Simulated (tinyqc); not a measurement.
Inside a calculation. Model: chemically amplified photoresist: aerial image, acid generation, bake, development and line width. Computed by tinyqc, a small Python program that keeps every step. Command: `OMP_NUM_THREADS=1 python tinyqc.py 3010647 3010648 out.jsonl resist walk`. One thread of a shared host (Intel(R) Xeon(R) Processor @ 2.30GHz), about 0.02 s of CPU time with the checks. Intermediate numbers are printed to about 5 digits and carried at full precision; extremes and crossings named in words are read from the listed rows.

Lines and spaces of pitch p with a two-beam-like image; x = 0 is the middle of the bright space. The resist is positive and treated as uniform in depth.

Inputs (values chosen for the exercise, for a model resist at 193 nm):
```
quantity                                         value     unit
pitch p                                            130       nm
image contrast c                                  0.85        -
mean dose E                                       14.7  mJ/cm^2
Dill parameter C                                 0.045  cm^2/mJ
quencher load q, relative to the acid generator   0.15        -
acid diffusivity D                                0.37   nm^2/s
bake time t                                         45        s
amplification rate k_amp                         0.031      1/s
threshold protection m_th                         0.47        -
development selectivity n                           12        -
largest rate r_max                                 190     nm/s
smallest rate r_min                              0.051     nm/s
resist thickness d                                 150       nm
development time t_d                                45        s
photon energy                                     6.42       eV
absorption coefficient alpha                      0.68     1/um
```

## Acid image and its blur

Dose E(x) = E [1 + c cos(2 pi x/p)]; acid h = 1 - exp(-C E(x)). Bake: the acid image is blurred by a Gaussian of variance sigma^2 = 2 D t (each Fourier term k of h, taken on 64 points, is multiplied by exp(-4 pi^2 k^2 D t/p^2)). Cosine coefficients: h(x) = sum_k h_k cos(2 pi k x/p).

diffusion length sigma = sqrt(2 D t) = 5.7706 nm

h_0 to h_4 before the bake: 0.44232  0.30180  -0.04188  0.00390  -0.00027

h_0 to h_4 after the blur: 0.44232  0.29028  -0.03584  0.00275  -0.00015

blur factor of the first harmonic = 0.96185

sigma/p = 0.044; the blur keeps 96 % of the modulation.

## From image to dissolution rate

The quencher then removes q, h_eff = max(h_blurred - q, 0); protection m = exp(-k_amp t h_eff). Mack rate r = r_max (a + 1)(1 - m)^n/(a + (1 - m)^n) + r_min, a = ((n + 1)/(n - 1))(1 - m_th)^n.

Across half a pitch:
```
x/p   x (nm)  dose (mJ/cm^2)  blurred acid  protection m  rate (nm/s)
0.00     0.0          27.195       0.69937        0.4647   9.2845e+01
0.05     6.5          26.583       0.69097        0.4702   8.6999e+01
0.10    13.0          24.809       0.66535        0.4873   6.8954e+01
0.15    19.5          22.044       0.62153        0.5180   4.0566e+01
0.20    26.0          18.561       0.55876        0.5654   1.3839e+01
0.25    32.5          14.700       0.47802        0.6328   1.9979e+00
0.30    39.0          10.839       0.38379        0.7217   1.2162e-01
0.35    45.5           7.356       0.28550        0.8278   5.1223e-02
0.40    52.0           4.591       0.19737        0.9361   5.1000e-02
0.45    58.5           2.817       0.13559        1.0000   5.1000e-02
0.50    65.0           2.205       0.11330        1.0000   5.1000e-02
```

The dose varies by a factor 12.33 across the pattern and the rate by 1820.

## Space width and dose latitude

Edge: vertical development clears the film where r t_d >= d; the space width is twice the x where r = d/t_d. Dose sensitivity = d ln(width)/d ln E from widths at 1.005 E and E/1.005; image log-slope at the edge = |d ln E/dx|, normalised by the width (NILS); latitude for 10 % of width = 10 %/sensitivity.

space width = 62.160 nm

dose sensitivity = 0.83225

NILS = 2.4074

dose latitude = 12.016 %

At the same width a resist without blur would give a sensitivity 2/NILS = 0.831; the blur multiplies it by 1.00. Caution: lateral development, standing waves and the joint diffusion of acid and quencher are left out, so widths are indicative.

## Photon statistics at the edge

The edge lies at x = width/2. Absorbed photons per volume N = E(edge) alpha/(photon energy), 1 mJ/cm^2 = 62.41509 eV/nm^2, alpha in 1/nm; a Gaussian blur averages over a volume V = (2 sqrt(pi) sigma)^3; relative noise 1/sqrt(N V); edge noise sigma_x = (dh/d ln E) noise/|dh/dx|, with both derivatives of the blurred acid at the edge.

absorbed photons N = 0.10284 1/nm^3

photons in the blur volume = 880.37

edge noise from photons = 0.87175 nm

Caution: the noise counts photons alone (acid and quencher statistics add to it) and takes the film as thicker than the blur; a thinner film averages in two dimensions only.

## Blur against noise

For each sigma the edge is held at x = p/4; N is taken at the mean dose; edge noise = (dh/d ln E)/(sqrt(N V) |dh/dx|), both derivatives taken of the blurred acid, V = (2 sqrt(pi) sigma)^3, N = E alpha/(photon energy), 1 mJ/cm^2 = 62.41509 eV/nm^2.

Trade-off:
```
sigma/p  sigma (nm)  blur factor  photons in V  edge noise (nm)
0.02            2.6      0.99214    7.6088e+01           2.7919
0.04            5.2      0.96891    6.0870e+02           0.9900
0.07            9.1      0.90781    3.2623e+03           0.4354
0.10           13.0      0.82087    9.5110e+03           0.2680
0.14           18.2      0.67917    2.6098e+04           0.1856
0.18           23.4      0.52753    5.5468e+04           0.1593
0.22           28.6      0.38467    1.0127e+05           0.1598
0.27           35.1      0.23717    1.8720e+05           0.1899
0.33           42.9      0.11653    3.4180e+05           0.2859
```

The noise is least near sigma/p = 0.18 among these rows. More diffusion averages over more photons (noise falls as sigma^(-3/2)) until it erases the image slope (factor exp(-2 pi^2 sigma^2/p^2)); for a pure cosine the two balance at sigma/p = sqrt(3/8)/pi = 0.195. Caution: for a film thinner than the blur the noise falls as 1/sigma only, and the optimum moves to sigma/p = 1/(2 pi) = 0.159.

Checks made by the program: sensitivity 2/NILS in the limit of no diffusion (relative difference 1e-06).
